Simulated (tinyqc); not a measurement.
Capacitance of parallel on-chip lines from Laplace's equation on a mesh: one step of the calculation.

Cross-section of an endless row of equal lines between two grounded planes; neighbours are driven in antiphase (+1 V and -1 V), so the plane midway between two lines is at 0 V. By symmetry one quarter is solved: x runs from the centre of a line (column 0, mirror) to that midplane (column 5, 0 V), y from the mid-height of the line (row 0, mirror) to the ground plane (row 4, 0 V). The line fills columns 0 to 2 and rows 0 to 1 at 1 V. Cells beside the line (below row 1) have e2, cells above have e1. Each link between nodes has the conductance g = mean permittivity of the two cells beside it (a cell beyond a mirror counts as 0), and the free nodes obey sum g (V_neighbour - V) = 0.

Question. Link conductances. gx[j, i] joins node (row j, column i) to column i + 1, gy[j, i] to row j + 1.

Parameters, values chosen for the exercise:
- e1 = 2.4 (relative permittivity above and below the lines)
- e2 = 7 (relative permittivity between the lines)

Wanted: gx; gy.

Answer.

gx:
```
       col 0  col 1  col 2  col 3  col 4
row 0  3.500  3.500  3.500  3.500  3.500
row 1  4.700  4.700  4.700  4.700  4.700
row 2  2.400  2.400  2.400  2.400  2.400
row 3  2.400  2.400  2.400  2.400  2.400
row 4  1.200  1.200  1.200  1.200  1.200
```

gy:
```
       col 0  col 1  col 2  col 3  col 4  col 5
row 0  3.500  7.000  7.000  7.000  7.000  3.500
row 1  1.200  2.400  2.400  2.400  2.400  1.200
row 2  1.200  2.400  2.400  2.400  2.400  1.200
row 3  1.200  2.400  2.400  2.400  2.400  1.200
```

Computed by the program tinyqc: `OMP_NUM_THREADS=1 python tinyqc.py 2790111 2790112 out.jsonl`, one thread of a shared Intel Xeon 2.30GHz, about 1 s for the whole run.
